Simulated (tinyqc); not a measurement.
On-chip power grid, static voltage drop by conjugate gradients: two steps of the calculation.

A grid of 4 rows and 4 columns, node k = 4 row + column. Neighbours in a row are joined by Rx, in a column by Ry; pad nodes, which reach the supply through Rp: 0, 12. Each node draws I0, node 2 draws kh I0. The drops u = Vdd - V solve G u = i, with G the conductance matrix (1/Rp added on the diagonal at pad nodes).

Values chosen for this exercise:
```
symbol,value,unit,meaning
Vdd,0.65,V,supply voltage
Rx,1.4,ohm,resistance of a horizontal segment
Ry,0.7,ohm,resistance of a vertical segment
Rp,0.13,ohm,resistance from a pad node to the supply
I0,4.8,mA,load current of an ordinary node
kh,3,,factor on the load at the hot node
```

Problem 1. Diagonal of G, loads and first direction. G_kk = sum of the conductances at node k. Start u = 0, so the residual is r = i; z = r/G_kk (Jacobi preconditioner), p = z.

Find: G_kk; r at the start; p at the start.

Solution 1.

G_kk (S):

|  | col 0 | col 1 | col 2 | col 3 |
|---|---|---|---|---|
| row 0 | 9.835 | 2.857 | 2.857 | 2.143 |
| row 1 | 3.571 | 4.286 | 4.286 | 3.571 |
| row 2 | 3.571 | 4.286 | 4.286 | 3.571 |
| row 3 | 9.835 | 2.857 | 2.857 | 2.143 |

r at the start (mA):

|  | col 0 | col 1 | col 2 | col 3 |
|---|---|---|---|---|
| row 0 | 4.800 | 4.800 | 14.40 | 4.800 |
| row 1 | 4.800 | 4.800 | 4.800 | 4.800 |
| row 2 | 4.800 | 4.800 | 4.800 | 4.800 |
| row 3 | 4.800 | 4.800 | 4.800 | 4.800 |

p at the start (mV):

|  | col 0 | col 1 | col 2 | col 3 |
|---|---|---|---|---|
| row 0 | 0.4880 | 1.680 | 5.040 | 2.240 |
| row 1 | 1.344 | 1.120 | 1.120 | 1.344 |
| row 2 | 1.344 | 1.120 | 1.120 | 1.344 |
| row 3 | 0.4880 | 1.680 | 1.680 | 2.240 |

Problem 2. Worst drop, pad currents and power lost. Pad current u/Rp; worst drop as a share of Vdd; power lost in the grid and pads sum_k i_k u_k; power delivered sum_k i_k (Vdd - u_k).

converged u (mV):

|  | col 0 | col 1 | col 2 | col 3 |
|---|---|---|---|---|
| row 0 | 5.682615 | 35.201108 | 55.109062 | 60.102587 |
| row 1 | 18.162062 | 36.646378 | 52.486275 | 59.239350 |
| row 2 | 18.039350 | 36.053857 | 51.046901 | 58.392650 |
| row 3 | 5.549385 | 33.612068 | 50.071174 | 57.858825 |

Find: worst drop; share of Vdd; pad currents; power lost; power delivered.

Solution 2.

worst drop = 60.10 mV
share of Vdd = 9.247 %
pad currents (mA): node 0 43.71, node 12 42.69
power lost = 3.569 mW
power delivered = 52.59 mW

The pad currents add up to the total load, 86.40 mA. The worst drop is at node 3, not at the hot node.

Numbers from tinyqc (`OMP_NUM_THREADS=1 python tinyqc.py 2770225 2770226 out.jsonl`; about 0.2 s on one thread of a shared Intel Xeon 2.30GHz).
